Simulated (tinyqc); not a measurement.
# Read current of a NAND string, cells in series solved by shooting: effects of single changes

Cells in series, numbered from 0 at the source line (0 V) to the bit line, each followed by a gap resistance Rg. A cell with gate Vg, threshold VT, source Vs and drain Vd passes I = 2 nf K Vt^2 [F(Vs) - F(Vd)]/(1 + th max(Vg - VT, 0)), F(V) = ln^2(1 + exp((Vg - VT - nf V)/(2 nf Vt))). The selected cell has Vg = Vr, the others Vg = Vp.

Parameters, values chosen for the exercise; values of the order met in vertical NAND strings:

| symbol | value | unit | meaning |
|---|---|---|---|
| T | 300 | K | temperature |
| K | 15 | uA/V^2 | gain factor of a cell |
| nf | 1.7 |  | slope factor |
| th | 0.07 | 1/V | mobility reduction factor |
| Rg | 10 | kohm | resistance of the gap between cells |
| Vbl | 0.7 | V | bit-line voltage |
| Vp | 6.1 | V | pass voltage |
| Ve | -1.6 | V | threshold of an erased cell |
| Vh | 4.5 | V | threshold of the highest state |
| Vx | 1.8 | V | threshold of the selected cell |
| Is | 10 | nA | sensing current |
| Vr | 3.11 | V | read voltage on the selected word line |

Constants: q = 1.602176634e-19 C, kB = 1.380649e-23 J/K, Vt = kB T/q. Results are converted to the units shown.

Each table varies one quantity; the others keep the values above.

## Read current against the number of cells

For a trial current I start at 0 V and, cell by cell, solve for the drain: sqrt(F(Vd)) = sqrt(F(Vs) - I/k), k = 2 nf K Vt^2/(1 + th max(Vg - VT, 0)), Vd = [Vg - VT - 2 nf Vt ln(exp(sqrt F) - 1)]/nf, then add I Rg. The string current is the I for which the last node reaches Vbl. The apparent threshold is the Vr at which I = Is. Background: all other cells erased (VT = Ve) or all in the highest state (VT = Vh); ratio and shift are high over erased and high minus erased. The selected cell is in the middle, cell n/2.

Results:

| n | I, others erased (uA) | I, others high (uA) | ratio | apparent VT, erased (V) | apparent VT, high (V) | background shift (mV) |
|---|---|---|---|---|---|---|
| 8 | 2.456 | 1.003 | 0.4083 | 1.773 | 1.775 | 2.248 |
| 16 | 1.462 | 0.5088 | 0.3480 | 1.774 | 1.779 | 4.504 |
| 64 | 0.4240 | 0.1285 | 0.3031 | 1.784 | 1.802 | 18.20 |
| 96 | 0.2877 | 0.08577 | 0.2981 | 1.790 | 1.818 | 27.55 |
| 128 | 0.2177 | 0.06436 | 0.2956 | 1.796 | 1.833 | 37.02 |
| 192 | 0.1464 | 0.04293 | 0.2932 | 1.809 | 1.865 | 56.33 |

Estimate the missing row, n = 32.

Computed row:

| n | I, others erased (uA) | I, others high (uA) | ratio | apparent VT, erased (V) | apparent VT, high (V) | background shift (mV) |
|---|---|---|---|---|---|---|
| 32 | 0.8057 | 0.2562 | 0.3180 | 1.777 | 1.786 | 9.037 |

With this row back in the table: With erased neighbours the current falls from 2.46 to 0.146 uA, as n^(-0.75) between the first two rows and n^(-0.98) between the last two (-1 once the series resistance rules). The ratio falls from 0.408 to 0.293 and the background shift rises from 2.25 to 56.3 mV.

## Effect of the pass voltage

Same model as above.

The string has 128 cells and the selected one is cell 64.

Result of one run:

| Vp (V) | I, others erased (uA) | I, others high (uA) | ratio | apparent VT, erased (V) | apparent VT, high (V) | background shift (mV) |
|---|---|---|---|---|---|---|
| 5.1 | 0.2047 | 0.01133 | 0.05536 | 1.798 | 1.958 | 160.3 |

What becomes of these results when the pass voltage Vp is changed from 5.1 to 6.1 V, all else the same?

Result of the changed run:

| Vp (V) | I, others erased (uA) | I, others high (uA) | ratio | apparent VT, erased (V) | apparent VT, high (V) | background shift (mV) |
|---|---|---|---|---|---|---|
| 6.1 | 0.2177 | 0.06436 | 0.2956 | 1.796 | 1.833 | 37.02 |

The whole series:

| Vp (V) | I, others erased (uA) | I, others high (uA) | ratio | apparent VT, erased (V) | apparent VT, high (V) | background shift (mV) |
|---|---|---|---|---|---|---|
| 5.1 | 0.2047 | 0.01133 | 0.05536 | 1.798 | 1.958 | 160.3 |
| 5.6 | 0.2115 | 0.03523 | 0.1666 | 1.797 | 1.856 | 58.91 |
| 6.1 | 0.2177 | 0.06436 | 0.2956 | 1.796 | 1.833 | 37.02 |
| 6.6 | 0.2234 | 0.08882 | 0.3976 | 1.796 | 1.822 | 26.25 |
| 7.1 | 0.2286 | 0.1095 | 0.4788 | 1.795 | 1.815 | 19.88 |
| 7.6 | 0.2334 | 0.1271 | 0.5446 | 1.795 | 1.811 | 15.72 |
| 8.1 | 0.2379 | 0.1424 | 0.5986 | 1.794 | 1.807 | 12.81 |
| 8.6 | 0.2420 | 0.1557 | 0.6435 | 1.794 | 1.805 | 10.68 |

As Vp goes from 5.1 to 8.6 V, the current with erased neighbours rises from 0.205 to 0.242 uA, that with high neighbours rises from 0.0113 to 0.156 uA and the ratio rises from 0.0554 to 0.643. The background shift falls from 160 to 10.7 mV. A higher pass voltage also disturbs erased cells more, which this model leaves out.

Computed by the program tinyqc: `OMP_NUM_THREADS=1 python tinyqc.py 2142199 2142200 out.jsonl`, one thread of a shared Intel Xeon 2.30GHz, about 1 s for the whole run.
